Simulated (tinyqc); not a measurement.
Worked calculation: Hueckel theory of the pi electrons, for the molecule C=CC=CC=CC=C (SMILES; centres numbered as the heavy atoms are written). Computed by tinyqc, a small Python program that keeps every step. Settings: charge = 0. Command: `OMP_NUM_THREADS=1 python tinyqc.py 22861 22862 out.jsonl` (the two numbers bound the seeds that draw the settings). One thread of a shared host (Intel(R) Xeon(R) Processor @ 2.60GHz), about 0.01 s of CPU time with the checks.

## The Hueckel matrix

Centres:
```
centre  z_r, pi electrons of the neutral centre       h
1C                                            1  0.0000
2C                                            1  0.0000
3C                                            1  0.0000
4C                                            1  0.0000
5C                                            1  0.0000
6C                                            1  0.0000
7C                                            1  0.0000
8C                                            1  0.0000
```

Bonds:
```
i  j  k
1  2  1
2  3  1
3  4  1
4  5  1
5  6  1
6  7  1
7  8  1
```

H_rr = alpha + h_r beta, H_rs = k_rs beta for bonded centres.

Hueckel matrix in units of beta (H = alpha + beta A), lower triangle:
```
        1C      2C      3C      4C      5C      6C      7C      8C
1C  0.0000
2C  1.0000  0.0000
3C  0.0000  1.0000  0.0000
4C  0.0000  0.0000  1.0000  0.0000
5C  0.0000  0.0000  0.0000  1.0000  0.0000
6C  0.0000  0.0000  0.0000  0.0000  1.0000  0.0000
7C  0.0000  0.0000  0.0000  0.0000  0.0000  1.0000  0.0000
8C  0.0000  0.0000  0.0000  0.0000  0.0000  0.0000  1.0000  0.0000
```

## Orbitals

pi electrons, sum of z_r less the charge = 8

Diagonalise; E = alpha + x beta with beta < 0, so the largest x are filled first; degenerate levels share their electrons. P = sum n_i c_ri c_si; each orbital has its largest coefficient positive (the first on a tie).

x values: 1.8794  1.5321  1.0000  0.3473  -0.3473  -1.0000  -1.5321  -1.8794

occupations: 2.0000  2.0000  2.0000  2.0000  0.0000  0.0000  0.0000  0.0000

coefficients:
```
       MO1      MO2      MO3      MO4      MO5      MO6      MO7      MO8
1C  0.1612   0.3030   0.4082   0.4642   0.4642   0.4082  -0.3030  -0.1612
2C  0.3030   0.4642   0.4082   0.1612  -0.1612  -0.4082   0.4642   0.3030
3C  0.4082   0.4082   0.0000  -0.4082  -0.4082   0.0000  -0.4082  -0.4082
4C  0.4642   0.1612  -0.4082  -0.3030   0.3030   0.4082   0.1612   0.4642
5C  0.4642  -0.1612  -0.4082   0.3030   0.3030  -0.4082   0.1612  -0.4642
6C  0.4082  -0.4082   0.0000   0.4082  -0.4082   0.0000  -0.4082   0.4082
7C  0.3030  -0.4642   0.4082  -0.1612  -0.1612   0.4082   0.4642  -0.3030
8C  0.1612  -0.3030   0.4082  -0.4642   0.4642  -0.4082  -0.3030   0.1612
```

charge and bond-order matrix P, lower triangle:
```
         1C       2C       3C       4C       5C      6C      7C      8C
1C   1.0000
2C   0.8621   1.0000
3C   0.0000   0.4948   1.0000
4C  -0.3673   0.0000   0.7581   1.0000
5C   0.0000  -0.1040   0.0000   0.5288   1.0000
6C   0.2633   0.0000  -0.3333   0.0000   0.7581  1.0000
7C   0.0000   0.0339   0.0000  -0.1040   0.0000  0.4948  1.0000
8C  -0.2294   0.0000   0.2633   0.0000  -0.3673  0.0000  0.8621  1.0000
```

## Energy, charges, bond orders

E = sum n x; q_r = z_r - P_rr; bond order p = P_rs; free valence = sqrt(3) - sum of p over the bonds of the atom.

pi energy = 8 alpha + this times beta = 9.5175

pi charges: 1C 0.0000, 2C 0.0000, 3C 0.0000, 4C 0.0000, 5C 0.0000, 6C 0.0000, 7C 0.0000, 8C 0.0000

Bond orders and lengths from R = 1.517 - 0.180 p (angstrom, C-C alone):
```
bond       p       R
1-2   0.8621  1.3618
2-3   0.4948  1.4279
3-4   0.7581  1.3805
4-5   0.5288  1.4218
5-6   0.7581  1.3805
6-7   0.4948  1.4279
7-8   0.8621  1.3618
```

free valence of the carbons: 1C 0.8700, 2C 0.3751, 3C 0.4791, 4C 0.4452, 5C 0.4452, 6C 0.4791, 7C 0.3751, 8C 0.8700

gap between the highest filled and the next level = 0.6946 |beta|
